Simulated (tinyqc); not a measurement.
# Effective-mass impurity with a central-cell term, in a basis of Slater functions, step by step

A worked calculation. Computed by tinyqc, a small Python program that keeps every step. Command: `OMP_NUM_THREADS=1 python tinyqc.py 3019827 3019828 out.jsonl centralcell walk`. One thread of a shared host (Intel(R) Xeon(R) Processor @ 2.30GHz), about 0.01 s of CPU time with the checks. Intermediate numbers are printed to about 7 digits and carried at full precision; extremes and crossings named in words are read from the listed rows.

The envelope obeys H = -nabla^2 - (2/r) [Z + A exp(-kappa r)] in effective units, with kappa = a*/lambda; positive A deepens the well near the core.

Inputs (values chosen for the exercise, with screening close to that of GaP): effective mass m = 0.599 m_0; dielectric constant eps = 10.9; charge Z of the core = 1; central-cell strength A = 3.4; central-cell range lambda = 1.4 angstrom; basis size n = 4; smallest exponent zeta_1 = 0.59 1/a*; ratio beta of exponents = 2.5.

Impurity: acceptor, one isotropic band.

Constants: Ry = 13.605693123 eV; a_0 = 0.529177210903 angstrom.

## Effective units

Units: Ry* = Ry m/eps^2 and a* = a_0 eps/m, with m in m_0. kappa = a*/lambda; the hydrogenic ground state is bound by Z^2 Ry*.

Ry* = 68.59532 meV

a* = 9.629435 angstrom

kappa = 6.878168 1/a*

hydrogenic binding energy = 68.59532 meV

## Matrices over the s basis

zeta_i = zeta_1 beta^(i-1), i = 1..n. For s functions exp(-zeta r), with s = zeta_i + zeta_j: S = 2/s^3, T = zeta_i zeta_j S, V = -2 Z/s^2, W = -2 A/(s + kappa)^2; each function is normalised by dividing by sqrt(S_ii S_jj).

exponents (1/a*): [0.59, 1.475, 3.6875, 9.21875]

overlap S:
```
[[1.000000, 0.737557, 0.328017, 0.107531],
 [0.737557, 1.000000, 0.737557, 0.328017],
 [0.328017, 0.737557, 1.000000, 0.737557],
 [0.107531, 0.328017, 0.737557, 1.000000]]
```

kinetic T (Ry*):
```
[[0.3481, 0.6418594, 0.7136414, 0.5848697],
 [0.6418594, 2.175625, 4.011621, 4.460259],
 [0.7136414, 4.011621, 13.59766, 25.07263],
 [0.5848697, 4.460259, 25.07263, 84.98535]]
```

Coulomb V (Ry*):
```
[[-1.18, -1.523056, -1.403092, -1.054748],
 [-1.523056, -2.95, -3.807640, -3.507729],
 [-1.403092, -3.807640, -7.375, -9.519101],
 [-1.054748, -3.507729, -9.519101, -18.4375]]
```

central cell W (Ry*):
```
[[-0.08603047, -0.2760910, -0.7013807, -1.239090],
 [-0.2760910, -0.9036491, -2.379873, -4.416992],
 [-0.7013807, -2.379873, -6.713395, -13.77300],
 [-1.239090, -4.416992, -13.77300, -33.25112]]
```

## Generalised eigenproblem

(T + V + W) c = E S c with c^T S c = 1 and the largest component positive.

two lowest levels (Ry*): [-2.037998, -0.286099]

coefficients of the lowest state: [-0.0348274, 0.8050909, 0.2512701, 0.0388861]

<T> = 4.739852 Ry*

<W> = -2.537438 Ry*

## Converged levels

Large basis: zeta_i = 0.06 x 1.6^(i-1), i = 1..22, same formulas; for p functions r exp(-zeta r): S = 24/s^5, T = zeta_i zeta_j S (centrifugal term included), V = -12 Z/s^4, W = -12 A/(s + kappa)^4; overlap eigenvalues below 1e-11 are dropped. Binding energies are -E Ry*; the effective quantum number is nu = Z/sqrt(-E); |psi(0)|^2 is given relative to the hydrogenic Z^3/(pi a*^3).

1s binding energy = 139.8466 meV

2s binding energy = 23.08103 meV

2p binding energy = 17.18115 meV

effective quantum number of 1s = 0.7003599

relative |psi(0)|^2 = 18.59572

The central cell moves 1s by +71.251 meV, 2s by +5.932 meV and 2p by +0.0323 meV: p states vanish at the core, so the 2p level gives the hydrogenic scale and 1s the chemical shift. The small basis lies 0.049 meV above the converged 1s level. Caution: the density at the core is many times hydrogenic, so the result hangs on the model potential inside one cell, where the envelope picture is weak.

## Chemical shift by three methods

First order: shift = 8 A Z^3/(2 Z + kappa)^2 Ry*. One exponent: minimise zeta^2 - 2 Z zeta - 8 A zeta^3/(2 zeta + kappa)^2 by golden section on 0.2 to 6 Z. All shifts are the binding beyond Z^2 Ry*.

Shift of the 1s binding energy (meV):
```
A      first order  one exponent  large basis
-3.40    -23.67100      -15.4387     -13.2350
-1.70    -11.83550       -9.2992      -8.5020
0.34       2.36710        2.5086       2.5635
0.85       5.91775        6.9005       7.3009
1.70      11.83550       16.6595      18.7543
3.40      23.67100       57.7970      71.2513
4.25      29.58876      106.5618     129.6580
```

The three columns are ordered, first order <= one exponent <= large basis, since each is a variational bound with more freedom. At the largest attractive A first order gives 23 % and one exponent 82 % of the shift; at the most repulsive A the true shift is -13.235 meV against -23.671. Attraction pulls the envelope in and feeds itself, repulsion pushes it out and saturates.

## Convergence with the basis

The error is the lowest level above the large-basis value.

Error of the 1s level:
```
n   error (meV)  largest exponent (1/a*)
1  7.688087e+01             5.900000e-01
2  2.405656e+01             1.475000e+00
3  2.512428e+00             3.687500e+00
4  4.947018e-02             9.218750e+00
5  4.913065e-02             2.304688e+01
6  4.906476e-02             5.761719e+01
7  4.903204e-02             1.440430e+02
8  4.901981e-02             3.601074e+02
```

The error falls from 76.9 to 0.0490 meV. The last function changes it by less than 5 %: it has levelled off, and what remains is set by beta and zeta_1, not by the range of exponents.

Checks made by the program: the large basis at A = 0 against Z^2, Z^2/4 and Z^2/4 (relative difference 5e-06).
